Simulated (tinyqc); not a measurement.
## A spin-degenerate level with charging energy between two leads, rate equations: shape of a conductance peak

States 0, up, down and 2 with energies 0, e1 - Ez/2, e1 + Ez/2 and 2 e1 + U. mu_L = +V/2, mu_R = -V/2 (meV), f(x) = 1/(1 + exp(x/kB T)). A transition that adds one electron of given spin at the energy E has the rate G f(E - mu) from each lead, and its reverse G [1 - f(E - mu)]. I counts electrons leaving the left lead, times q.

Transition energies: 0-up e1 - Ez/2, 0-down e1 + Ez/2, up-2 e1 + U + Ez/2, down-2 e1 + U - Ez/2. dp/dt = W p; W_ji is the rate from state i to j, and each column sums to zero. Steady state: W p = 0 with sum p = 1. I = q GL sum over transitions i-j of [fL p_i - (1 - fL) p_j]. The conductance is dI/dV at V = 0; the last column divides it by q^2 GL GR/((GL + GR) 4 kB T), the peak of one spinless level.

Values chosen for this exercise: charging energy of the second electron U = 2.2 meV; tunnel rate to the left lead GL = 0.25 1/ns; tunnel rate to the right lead GR = 0.092 1/ns; temperature T = 0.51 K; Zeeman splitting Ez = 0 meV.

Constants: q = 1.602176634e-19 C, kB = 1.380649e-23 J/K, Vt = kB T/q. Results are converted to the units shown.

Result of one run:
```
dI/dV (nS),mean number,scaled
9.337,0.9802,0.1523
```

Which level e1 gave this result: -0.141, -0.07, -0.035, 0.035 or 0.176 meV?

e1 = -0.141 meV.

The whole series:
```
e1 (meV),dI/dV (nS),mean number,scaled
-0.176,4.350,0.9910,0.07097
-0.141,9.337,0.9802,0.1523
-0.105,19.69,0.9562,0.3213
-0.07,37.61,0.9077,0.6136
-0.035,62.18,0.8160,1.014
0,81.72,0.6667,1.333
0.035,80.13,0.4742,1.307
0.07,58.91,0.2891,0.9611
0.105,34.81,0.1550,0.5679
0.141,17.63,0.07480,0.2876
0.176,8.470,0.03518,0.1382
```

The conductance peaks at e1 = 0 meV among the rows, with the scaled height 1.33. For U >> kB T the 0-1 peak lies at e1 = +(kB T/2) ln 2 = 0.0152 meV, with the height 8/(1 + sqrt 2)^2 = 1.373: two spin states on one side of the transition and one state on the other shift and raise it.

Range of the model: Rate equations need hbar G well below kB T; cotunnelling and the Kondo effect are left out.

tinyqc, about 0.01 s, one thread, Intel Xeon 2.30GHz (shared host): `OMP_NUM_THREADS=1 python tinyqc.py 2780109 2780110 out.jsonl`
